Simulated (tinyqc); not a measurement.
Debye-Callaway model of lattice thermal conductivity: one step, computed by the program tinyqc. Command: `OMP_NUM_THREADS=1 python tinyqc.py 3019024 3019025 out.jsonl callaway walk`. One thread of a shared host (Intel(R) Xeon(R) Processor @ 2.30GHz), about 0.01 s of CPU time with the checks.

Three acoustic branches with one velocity v, cut at omega_D = k_B Theta/hbar; x = hbar omega/(k_B T). v and Theta are separate inputs: Theta cuts off the heat-carrying modes, so C need not reach 3 k_B/V. gamma is an effective value that sets the umklapp rate. Heat flows along the film.

Task: The integrand on a coarse grid. Rates: point defects A omega^4; umklapp B omega^2 T exp(-Theta/(b T)) with B = hbar gamma^2/(M v^2 Theta). Film: the bulk time tau of each mode, from the resistive rates above, is multiplied by the Fuchs-Sondheimer factor F = (3/2) int_0^1 (1 - u^2) [1 - (1 - p) (u/d) (1 - E)/(1 - p E)] du, with E = exp(-d/u), d = t/(v tau), by 48 Gauss-Legendre points in z with u = z^4; the boundary rate is defined as 1/(F tau) - 1/tau. x runs in ten equal steps to min(Theta/T, 12); g = x^4 e^x/(e^x - 1)^2; tau_C is the inverse of all rates summed; the last column is c tau_C g with c = (k_B/(2 pi^2 v)) (k_B T/hbar)^3.

Inputs (values chosen for the exercise, modelled on magnesium oxide): sound velocity v = 6470 m/s; Debye temperature Theta = 763 K; mean atomic mass M = 20.15 u; effective Grueneisen parameter gamma = 3.37; umklapp exponent divisor b = 3; film thickness t = 0.47 micrometre; specularity p = 0.8; temperature T = 200 K.

Sample: film. Point defects: vacancies. Normal processes: left out.

Rayleigh coefficient A = 9.879311e-46 s^3

Constants: k_B = 1.380649e-23 J/K; hbar = 1.054571817e-34 J s; u = 1.6605390666e-27 kg.

Give: Integrand.

Result:

Integrand:
```
x            g   tau_C (s)  c tau_C g (W/(m K))
0.3815  0.1438  1.3637e-10               38.055
0.7630  0.5547  3.8016e-11               40.927
1.1445  1.1758  1.7158e-11               39.153
1.5260  1.9249  9.6258e-12               35.959
1.9075  2.7103  6.0995e-12               32.083
2.2890  3.4460  4.1750e-12               27.922
2.6705  4.0634  3.0129e-12               23.760
3.0520  4.5178  2.2592e-12               19.808
3.4335  4.7895  1.7438e-12               16.208
3.8150  4.8809  1.3766e-12               13.040
```

Among these rows the integrand is largest at x = 0.76.
